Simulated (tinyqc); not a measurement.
Single-photon avalanche diode, trigger probability and counting: two steps of the calculation.

A multiplication layer of width W with the uniform field V/W; alpha = an exp(-bn/E) for electrons, beta = ap exp(-bp/E) for holes (local model, no dead space). a = alpha W, b = beta W. Electrons enter at x = 0, holes at x = W. P0 is the probability that an electron entering at 0 starts a lasting avalanche, PW the same for a hole entering at W.

Parameters, values chosen for the exercise; ionisation coefficients close to those of silicon: electron prefactor an = 7.06e5 1/cm; electron field bn = 1.27 MV/cm; hole prefactor ap = 1.54e6 1/cm; hole field bp = 2.06 MV/cm; width of the multiplication layer W = 2 um; excess bias Vx = 13 V.

Question 1. Ionisation integrals at and above breakdown. Breakdown: ln(a/b) = a - b with a not equal to b. VB is given; V = VB + Vx.

breakdown voltage VB = 60.831202 V

Find: E at VB; a at VB; b at VB; E at V; a; b.

Answer 1.

E at VB = 0.3042 MV/cm
a at VB = 2.170
b at VB = 0.3525
E at V = 0.3692 MV/cm
a = 4.526
b = 1.162

At VB, ln(a/b) = 1.817 equals a - b.

Question 2. Trigger probability by substitution. PW = 1 - (1 - P0)^(b/a); P0(new) = PW/(PW + (1 - PW) exp(b - a)).

P0 after iteration 1 = 0.95885236
a = 4.5262665
b = 1.1616057

Give: PW; P0 after iteration 2.

Answer 2.

PW = 0.55905
P0 after iteration 2 = 0.97345

Computed by the program tinyqc: `OMP_NUM_THREADS=1 python tinyqc.py 2630031 2630032 out.jsonl`, one thread of a shared Intel Xeon 2.30GHz, about 0.01 s for the whole run.
